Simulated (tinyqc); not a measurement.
Thermal and gravitational stress in a wafer during furnace and rapid thermal processing, and the onset of slip. Changing the wafer spacing s. Computed by tinyqc, a small Python program. Command: `OMP_NUM_THREADS=1 python tinyqc.py 3030176 3030177 out.jsonl slip sweep`. One thread of a shared host (Intel(R) Xeon(R) Processor @ 2.30GHz), about 0.01 s of CPU time with the checks.

A thin free disc in plane stress, isotropic; T(r) = T_centre + dT (r/R)^n. Stress is positive in tension; sigma_SB = 5.670374419e-8 W/(m^2 K^4), g = 9.80665 m/s^2.

Inputs (values chosen for the exercise, modelled on silicon):
```
quantity,value,unit
wafer radius R,100,mm
thickness t,725,micrometre
Young's modulus E,157,GPa
expansion alpha,4.44,1e-6/K
temperature T,1375,K
prefactor A of the critical stress,0.00017,MPa
energy U of the critical stress,1.06,eV
density rho,2330,kg/m^3
heat capacity c,947,J/(kg K)
conductivity k,25.9,W/(m K)
ramp rate,34,K/min
```

Constants: k_B = 8.617333262e-05 eV/K.

Method. Critical resolved stress tau_c = A exp(U/(k_B T)), a form chosen for the exercise; slip when 0.492799 |s_tt(R)| > tau_c; allowed |dT| = tau_c (n + 2)/(0.492799 n alpha E). In a stack heated from the rim, heat flows inward by conduction and by radiation between wafers: k_eff = k + (16/3) sigma_SB T^3 s^2/t (a diffusion estimate with the spacing as path length). A steady ramp gives the parabolic lag dT = rho c (ramp) R^2/(4 k_eff); the allowed ramp uses n = 2.

One run for each value:
```
wafer spacing s (mm),allowed ramp rate (K/min),k_eff (W/(m K)),lag of the centre (K)
2.0,2.499,30.2,103.38
2.9,2.894,35.0,89.26
4.3,3.798,46.0,68.03
6.4,5.812,70.3,44.45
9.4,10.060,121.7,25.68
14.0,19.707,238.4,13.11
20.0,37.990,459.7,6.80
30.0,82.802,1001.8,3.12
```

Over the rows, allowed ramp rate (K/min) rises from 2.50 to 82.8 (exponent d ln y / d ln x 0.40 between the first rows and 1.9 between the last); k_eff (W/(m K)) rises from 30.2 to 1000 (exponent d ln y / d ln x 0.40 between the first rows and 1.9 between the last); lag of the centre (K) falls from 103 to 3.12 (exponent d ln y / d ln x -0.40 between the first rows and -1.9 between the last). At the high end the exponent of allowed ramp rate is 1.92, close to 2: radiation rules.
